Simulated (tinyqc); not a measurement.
# CMOS latch-up, two-transistor model: what changes with what

A parasitic pnp (emitter at Vdd, base shunted by Rw) and npn (emitter at ground, base shunted by Rs) feed each other: the npn collector current flows out of the pnp base node, the pnp collector current into the npn base node. Forward-active transistors with constant gains: Icn = Isn exp(Vn/Vt), Icp = Isp (exp(Vp/Vt) - 1). A current Ii is injected into the npn base node.

Values chosen for this exercise; values close to those of bulk CMOS:

| symbol | value | unit | meaning |
|---|---|---|---|
| T | 300 | K | temperature |
| bn | 23.9 |  | current gain of the npn |
| bp | 3.7 |  | current gain of the pnp |
| Isn | 7.1e-15 | A | saturation current of the npn at T |
| Isp | 1.1e-15 | A | saturation current of the pnp at T |
| Rs | 1200 | ohm | substrate resistance shunting the npn |
| Rw | 1000 | ohm | well resistance shunting the pnp |
| R2 | 50 | ohm | resistance from the pnp collector to the npn base |
| Von | 0.69 | V | base-emitter voltage in the on state |
| Vsat | 0.17 | V | saturation voltage |
| Vdd | 2.5 | V | supply voltage |

Constants: q = 1.602176634e-19 C, kB = 1.380649e-23 J/K, Vt = kB T/q. Results are converted to the units shown.

Each table varies one quantity; the others keep the values above.

## Effect of the well resistance shunting the pnp

Node equations: Vp/Rw + Icp/bp = Icn and Vn/Rs + Icn/bn = Icp + Ii. Loop gain G = gn gp/[(1/Rw + gp/bp)(1/Rs + gn/bn)], gn = Icn/Vt, gp = (Icp + Isp)/Vt; the off state ends where G = 1, and Ii there is the trigger current. On state with both base-emitter voltages at Von: npn base current Ib = (Von/Rs + bp Von/Rw)/(bn bp - 1), holding current Ih = (bn + 1) Ib + Von/Rs, holding voltage Vh = Vsat + Von + R2 (Ib + Von/Rs).

Results:
```
Rw (ohm)	Vn at trigger (V)	trigger current (mA)	Ih (mA)	Vh (V)
100	0.7099	0.8297	8.010	0.9037
190	0.6926	0.6988	4.566	0.8968
720	0.6571	0.5774	1.749	0.8911
1400	0.6395	0.5475	1.258	0.8901
2700	0.6223	0.5255	1.008	0.8896
5200	0.6052	0.5074	0.8786	0.8894
10000	0.5883	0.4913	0.8115	0.8892
```

Estimate the missing row, Rw = 370 ohm.

Computed row:
```
Rw (ohm)	Vn at trigger (V)	trigger current (mA)	Ih (mA)	Vh (V)
370	0.6748	0.6227	2.704	0.8930
```

With this row back in the table: As Rw goes from 100 to 10000 ohm, the trigger current falls from 0.830 to 0.491 mA, Ih falls from 8.01 to 0.811 mA and Vh falls from 0.904 to 0.889 V. Vh exceeds the supply Vdd = 2.5 V, which then cannot sustain a latched state, in 0 of the 8 rows. For Rw = 100, 190 Vn at the trigger exceeds the fixed Von of the on-state formulas, so Ih and Vh are too low there.

## Effect of the current gain of the pnp

Same model as above.

Effect of the current gain of the pnp:
```
bp	Vn at trigger (V)	trigger current (mA)	Ih (mA)	Vh (V)
0.054	0.6808	0.5785	53.04	0.9941
0.12	0.6514	0.5634	9.343	0.9064
0.25	0.6493	0.5621	4.316	0.8963
0.55	0.6487	0.5616	2.532	0.8927
1.2	0.6485	0.5614	1.837	0.8913
2.6	0.6484	0.5613	1.540	0.8907
5.5	0.6483	0.5613	1.409	0.8904
12	0.6483	0.5613	1.346	0.8903
```

As bp goes from 0.054 to 12, the trigger current falls from 0.578 to 0.561 mA, Ih falls from 53.0 to 1.35 mA and Vh falls from 0.994 to 0.890 V. Vh exceeds the supply Vdd = 2.5 V, which then cannot sustain a latched state, in 0 of the 8 rows. For bp = 0.025 the product of the gains is about one or less, so there is no latched state. For bp = 0.054 the holding current passes 50 mA, where high injection lowers the gains.

Computed by the program tinyqc: `OMP_NUM_THREADS=1 python tinyqc.py 2670045 2670046 out.jsonl`, one thread of a shared Intel Xeon 2.30GHz, about 0.04 s for the whole run.
